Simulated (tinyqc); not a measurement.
Metal gate on a two-layer dielectric stack with fixed charge and a dipole: one step of the calculation.

Gate, layer 2, layer 1, p-type semiconductor; x runs from the gate inwards. Charges are counted in units of +q. psi is the band bending at the surface, positive towards inversion. Classical charge, Boltzmann statistics, no interface traps.

Question. Flat-band voltage, term by term. EOT = 3.9 (t1/e1 + t2/e2), Cox = eps0/(t1/e1 + t2/e2); phi_ms = pM - (chi + Eg - Vt ln(Nv/Na)). Vfb = phi_ms + Vd - (q/eps0) [Q1 (t1/e1 + t2/e2) + Q2 t2/e2 + r1 (t1^2/(2 e1) + t1 t2/e2) + r2 t2^2/(2 e2)]: each charge counts with its electrical distance from the gate.

Inputs (values chosen for the exercise); band and dielectric values close to those of silicon, layer 1 close to aluminium oxide, layer 2 close to zirconium oxide:

| symbol | value | unit | meaning |
|---|---|---|---|
| T | 300 | K | temperature |
| Eg | 1.11 | eV | band gap |
| Nv | 2.65e19 | cm^-3 | valence-band density of states at T |
| chi | 3.99 | eV | electron affinity |
| Na | 1.5e17 | cm^-3 | acceptor density |
| pM | 4.63 | eV | work function of the gate metal |
| t1 | 0.6 | nm | thickness of layer 1, next to the semiconductor |
| e1 | 8.91 |  | relative permittivity of layer 1 |
| t2 | 2.1 | nm | thickness of layer 2, next to the gate |
| e2 | 24.8 |  | relative permittivity of layer 2 |
| Q1 | 1.4e12 | cm^-2 | fixed charge at the semiconductor interface |
| Q2 | 2.1e11 | cm^-2 | fixed charge between the layers |
| r1 | 0 | cm^-3 | uniform charge density in layer 1 |
| r2 | -3.8e18 | cm^-3 | uniform charge density in layer 2 |
| Vd | 0 | V | flat-band shift by a dipole layer between the layers |

Constants: q = 1.602176634e-19 C, kB = 1.380649e-23 J/K, Vt = kB T/q, eps0 = 8.8541878128e-14 F/cm where lengths are in cm. Results are converted to the units shown.

Wanted: terms; Vfb.

Answer.

terms (V): phi_ms -0.3362, dipole 0.0000, Q1 -0.0385, Q2 -0.0032, r1 0.0000, r2 0.0061
Vfb = -0.3718 V

Apart from phi_ms the largest term is that of Q1, -38.5 mV; all charges and the dipole together move Vfb by -35.6 mV.

Numbers from tinyqc (`OMP_NUM_THREADS=1 python tinyqc.py 2010007 2010008 out.jsonl`; about 0.01 s on one thread of a shared Intel Xeon 2.30GHz).
